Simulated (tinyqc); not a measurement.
Slater-Koster s-d bands of an fcc metal: one step. Levels and character. The numbers come from values chosen for the exercise (of the size met in Cu).

H(k) (eV), lower triangle:
```
                s         xy         yz        zx      x2-y2    3z2-r2
s        5.857480
xy       0.607476   0.648211
yz              0          0  -1.361545
zx              0          0  -0.193273  0.716940
x2-y2    1.128765          0          0         0  -0.444342
3z2-r2  -0.608594  -0.211324          0         0   0.818355  0.438119
```

Task: Diagonalise H; t2g is xy, yz, zx and eg the other two.

Give: levels; weights.

Result:

levels (eV): -1.3794  -1.1666  0.4980  0.7348  1.0076  6.1605

weights:
```
     band 1  band 2  band 3  band 4  band 5  band 6
s     0.000   0.032   0.010   0.000   0.001   0.956
t2g   1.000   0.000   0.830   1.000   0.158   0.012
eg    0.000   0.968   0.160   0.000   0.841   0.032
```

tinyqc: `OMP_NUM_THREADS=1 python tinyqc.py 1452447 1452448 out.jsonl`; about 0.03 s, one thread, shared Intel(R) Xeon(R) Processor @ 2.30GHz.
